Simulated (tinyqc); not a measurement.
Transfer between valleys with temperature: electrons shared among three sets of ellipsoidal valleys.

F_j(eta) = (1/Gamma(j + 1)) integral_0^infinity x^j dx/(1 + exp(x - eta)), which tends to exp(eta) for eta << 0.

Sets L, Gamma, Delta: N_i = M_i times N = 2 (m kB T/(4 pi c))^(3/2) with c = hbar^2/2m0, in 1/angstrom^3; times 1e24 for 1/cm^3, m = (ml mt^2)^(1/3); n = sum_i N_i F_1/2((EF - dE_i)/kT), energies from the edge of the first set; mu_drift = sum of share times mobility.

Constants: hbar^2/2m0 = 3.80998211 eV angstrom^2; kB = 8.617333262e-05 eV/K.

Parameters, chosen for this exercise (masses and offsets near those of Ge; mobilities are free inputs, held fixed; shifted at random, so the results belong to these values and not to a real crystal): dE = (0, 0.14, 0.194) eV (edges of L, Gamma, Delta above the first); M = (4, 1, 6) (valleys in each set); ml = (1.523, 0.041, 0.883) m0 (longitudinal masses of L, Gamma, Delta); mt = (0.0842, 0.041, 0.2045) m0 (transverse masses); mu = (3200, 19000, 1000) cm^2/(V s) (mobility of each set); n = 9e+17 1/cm^3 (total electron density).

Offsets, masses and mobilities are held fixed; n is fixed too, so the high values of T stand for hot electrons, not for the lattice.

Populations:

| T (K) | EF (eV) | share L | share Gamma | share Delta | mu_drift |
|---|---|---|---|---|---|
| 77 | -0.0012 | 1.0000 | 0.0000 | 0.0000 | 3200 |
| 150 | -0.0171 | 1.0000 | 0.0000 | 0.0000 | 3200 |
| 450 | -0.1187 | 0.9809 | 0.0005 | 0.0186 | 3168 |
| 600 | -0.1833 | 0.9371 | 0.0013 | 0.0616 | 3084 |
| 900 | -0.3336 | 0.8119 | 0.0027 | 0.1854 | 2834 |
| 1200 | -0.5052 | 0.6988 | 0.0036 | 0.2976 | 2602 |
| 2000 | -1.0240 | 0.5237 | 0.0046 | 0.4716 | 2236 |

Give the missing row, T (K) = 300.

Computed row:
```
T (K)  EF (eV)  share L  share Gamma  share Delta  mu_drift
300    -0.0626   0.9983       0.0001       0.0016      3198
```

The share of L goes from 1.000 to 0.524 and the mean mobility from 3200 to 2236 cm^2/(V s). L holds more than Gamma throughout. The share of Delta is at most 0.47.

(tinyqc, `OMP_NUM_THREADS=1 python tinyqc.py 1681966 1681967 out.jsonl`, Intel(R) Xeon(R) Processor @ 2.30GHz, 1 thread, shared host, about 0.01 s.)
